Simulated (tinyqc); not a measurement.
Schottky emission and Poole-Frenkel conduction in an insulator, and how to tell them apart: one step of the calculation.

Schottky emission (electrode-limited): J = As T^2 exp[-(pb - b sqrt(F))/Vt], b = sqrt(q/(4 pi eps0 ei)). Poole-Frenkel emission (bulk-limited): J = s0 F exp[-(pt - 2 b sqrt(F))/Vt]. F in V/cm.

Task. Which mechanism made these data. The data come from another sample of the same dielectric, in which one mechanism alone limits the current. Fit straight lines by least squares: ln J on sqrt(F) (Schottky plot, slope b/Vt) and ln(J/F) on sqrt(F) (Poole-Frenkel plot, slope 2 b/Vt), F in V/cm, and read a permittivity from each slope. The right mechanism gives a value near ei, and in any case between ei and es.

Parameters, values chosen for the exercise; dielectric values close to those of aluminium oxide:

| symbol | value | unit | meaning |
|---|---|---|---|
| T | 350 | K | temperature |
| ei | 3.16 |  | high-frequency relative permittivity |
| es | 9.05 |  | static relative permittivity |

Constants: q = 1.602176634e-19 C, kB = 1.380649e-23 J/K, Vt = kB T/q, eps0 = 8.8541878128e-14 F/cm where lengths are in cm. Results are converted to the units shown.

```
point  F (MV/cm)  J (A/cm^2)
0           0.79     2.95e-6
1           1.38    2.232e-5
2           1.97   0.0001127
3           2.56   0.0004527
4           3.15     0.00156
```

Wanted: slope of the Schottky plot; permittivity read as Schottky; slope of the Poole-Frenkel plot; permittivity read as Poole-Frenkel.

Result.

slope of the Schottky plot = 0.0070774 (cm/V)^0.5
permittivity read as Schottky = 3.1602
slope of the Poole-Frenkel plot = 0.0055215 (cm/V)^0.5
permittivity read as Poole-Frenkel = 20.769

Both plots are nearly straight, so straightness decides nothing. Read as Schottky the data give 3.16, which matches ei = 3.16; read as Poole-Frenkel they give 20.8, above even the static value 9.05. The data were made by Schottky emission.

Program tinyqc, `OMP_NUM_THREADS=1 python tinyqc.py 2370007 2370008 out.jsonl`; Intel Xeon 2.30GHz, shared host, one thread, about 0.01 s.
